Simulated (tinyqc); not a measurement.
A particle near a wafer in liquid: double-layer and van der Waals forces (DLVO), deposition barrier and removal: one step, computed by the program tinyqc. Command: `OMP_NUM_THREADS=1 python tinyqc.py 3111980 3111981 out.jsonl dlvo walk`. One thread of a shared host (Intel(R) Xeon(R) Processor @ 2.30GHz), about 0.01 s of CPU time with the checks.

Sphere and flat wall, Derjaguin approximation, constant potentials in the linear-superposition form, no retardation and no hydration force.

Problem. Removing an attached particle. Adhesion F_a = A R/(6 h0^2) [1 + a^2/(R h0)] - kappa Z R exp(-kappa h0), a the contact radius. Drag in a shear flow F_d = 1.7 x 6 pi mu R^2 G, acting at 1.4 R; rolling starts when 1.4 R F_d = a F_a. Wall shear stress = mu G.

Inputs (values chosen for the exercise, of the order of those for silica on silica in water): particle radius R = 290 nm; Hamaker constant A = 5.5e-21 J; temperature T = 323 K; contact distance h0 = 0.3 nm; contact radius over R = 0.084; viscosity = 0.84 mPa s.

kappa = 0.5396742 1/nm

Z = -13.29142 pN

Give: van der Waals adhesion; net adhesion F_a; wall shear stress for rolling; shear rate G.

Solution.

van der Waals adhesion = 23100 pN

net adhesion F_a = 24870 pN

wall shear stress for rolling = 553.7 Pa

shear rate G = 6.592e+05 1/s
